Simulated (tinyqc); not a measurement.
Electroplating on a thin resistive seed layer: kinetics, Wagner number and the terminal effect across a wafer: one step, computed by the program tinyqc. Command: `OMP_NUM_THREADS=1 python tinyqc.py 3120386 3120387 out.jsonl terminal walk`. One thread of a shared host (Intel(R) Xeon(R) Processor @ 2.30GHz), about 0.02 s of CPU time with the checks.

Current enters the seed at the rim. The bath is treated as a local resistance per area (no lateral flow in the liquid), two electrons per ion, molar volume 7.11 cm^3/mol, Faraday constant F = e N_A, kinematic viscosity 0.01 cm^2/s, omega = 2 pi x rpm/60; k_B T/e is in volts.

Task: Rate, limit and resistances. Growth rate = i V_m/(2 F). Levich limit i_L = 0.62 x 2 F D^(2/3) omega^(1/2) nu^(-1/6) c. Tafel overpotential eta = (k_B T/(alpha e)) ln(i/i_0); kinetic resistance k_B T/(alpha e i); bath resistance h/kappa + plate; R_s = resistivity/t; Wagner number = kinetic resistance x kappa/R.

Inputs (values chosen for the exercise, of the order of those for copper plating from an acid sulfate bath):
```
quantity                               value         unit
wafer radius R                            15           cm
seed thickness t                          47           nm
seed resistivity                          13  microohm cm
bath conductivity kappa                 0.39         S/cm
gap to the anode h                       3.6           cm
extra resistance of a porous plate        67     ohm cm^2
exchange current density i_0            0.11      mA/cm^2
cathodic transfer coefficient alpha      0.6            -
mean current density                     4.8      mA/cm^2
diffusivity of the metal ion         6.6e-06       cm^2/s
metal ion concentration                 0.47        mol/L
rotation rate                             60          rpm
temperature T                            298            K
```

Constants: e = 1.602176634e-19 C; N_A = 6.02214076e+23 1/mol; k_B = 8.617333262e-05 eV/K.

Give: growth rate; limiting current i_L; overpotential; kinetic resistance; bath resistance R_b; sheet resistance R_s; Wagner number.

Result:

growth rate = 106.1 nm/min

limiting current i_L = 106.8 mA/cm^2

overpotential = 161.6 mV

kinetic resistance = 8.917 ohm cm^2

bath resistance R_b = 76.23 ohm cm^2

sheet resistance R_s = 2.766 ohm/square

Wagner number = 0.2318
